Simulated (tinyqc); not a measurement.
Inside a calculation. Model: quantum point contact as a saddle point with Zeeman splitting.

Computed by the program tinyqc: `OMP_NUM_THREADS=1 python tinyqc.py 2740109 2740110 out.jsonl`, one thread of a shared Intel Xeon 2.30GHz, about 0.05 s for the whole run. Printed values are rounded.

Potential V0 - m wx^2 x^2/2 + m wy^2 y^2/2; energies are counted from V0. Mode n = 0, 1, ... transmits T_n(E) = 1/(1 + exp(-2 pi (E - E_n)/wx)), E_n = wy (n + 1/2) +/- Ez/2 for the two spins, Ez = gs muB B, muB = q hbar/(2 m0); each spin carries q^2/h.

Inputs (values chosen for the exercise): temperature T = 1.5 K; transverse quantum hbar wy wy = 2.2 meV; curvature of the barrier hbar wx wx = 1 meV; Fermi level above the saddle point mu = 5.65 meV; size of the g factor gs = 4.3; in-plane magnetic field B = 4 T; points of the energy grid nE = 15; half-range of the grid in kB T xm = 6.

Constants: q = 1.602176634e-19 C, kB = 1.380649e-23 J/K, hbar = 1.054571817e-34 J s, h = 6.62607015e-34 J s, m0 = 9.1093837015e-31 kg, Vt = kB T/q. Results are converted to the units shown.

Range of the model: Orbital effects of the in-plane field and interactions (such as the 0.7 feature) are left out.

## Transmissions at the Fermi level

At zero temperature g = G/(2 q^2/h) = (1/2) sum T_n(mu); Fano factor sum T_n (1 - T_n)/sum T_n. Modes beyond those listed are in the sums but add less than 1e-4 to g.

| mode | E_n (meV) | T_n |
|---|---|---|
| 0- | 0.6022 | 1.00000 |
| 1- | 2.8022 | 1.00000 |
| 2- | 5.0022 | 0.98321 |
| 3- | 7.2022 | 0.00006 |
| 4- | 9.4022 | 0.00000 |
| 0+ | 1.5978 | 1.00000 |
| 1+ | 3.7978 | 0.99999 |
| 2+ | 5.9978 | 0.10108 |
| 3+ | 8.1978 | 0.00000 |
| 4+ | 10.3978 | 0.00000 |

g = 2.5422
G = 196.97 uS
Fano factor = 0.02113

## Thermal average on a coarse grid

g(T) = int g(E) (-df/dE) dE = int g(mu + x kB T) dx/(4 cosh^2(x/2)), g(E) the zero-temperature value at E, g = G/(2 q^2/h). Simpson's rule on nE equally spaced x from -xm to xm.

| point | x | E (meV) | g(E) | weight |
|---|---|---|---|---|
| 0 | -6.00000 | 4.87444 | 2.15457 | 0.002467 |
| 1 | -5.14286 | 4.98523 | 2.23726 | 0.005773 |
| 2 | -4.28571 | 5.09603 | 2.32321 | 0.013393 |
| 3 | -3.42857 | 5.20682 | 2.39509 | 0.030428 |
| 4 | -2.57143 | 5.31762 | 2.44628 | 0.065959 |
| 5 | -1.71429 | 5.42841 | 2.48144 | 0.129319 |
| 6 | -0.85714 | 5.53921 | 2.50999 | 0.209170 |
| 7 | 0.00000 | 5.65000 | 2.54217 | 0.250000 |
| 8 | 0.85714 | 5.76079 | 2.58786 | 0.209170 |
| 9 | 1.71429 | 5.87159 | 2.65376 | 0.129319 |
| 10 | 2.57143 | 5.98238 | 2.73708 | 0.065959 |
| 11 | 3.42857 | 6.09318 | 2.82269 | 0.030428 |
| 12 | 4.28571 | 6.20397 | 2.89321 | 0.013393 |
| 13 | 5.14286 | 6.31477 | 2.94171 | 0.005773 |
| 14 | 6.00000 | 6.42556 | 2.97186 | 0.002467 |

integral of the weight = 0.995195
g(T) = 2.54912
g(T) divided by the integral of the weight = 2.56143

A converged quadrature gives 2.5614; this grid is 0.48 % below that, and its weight integrates to 0.9952 in place of 1.
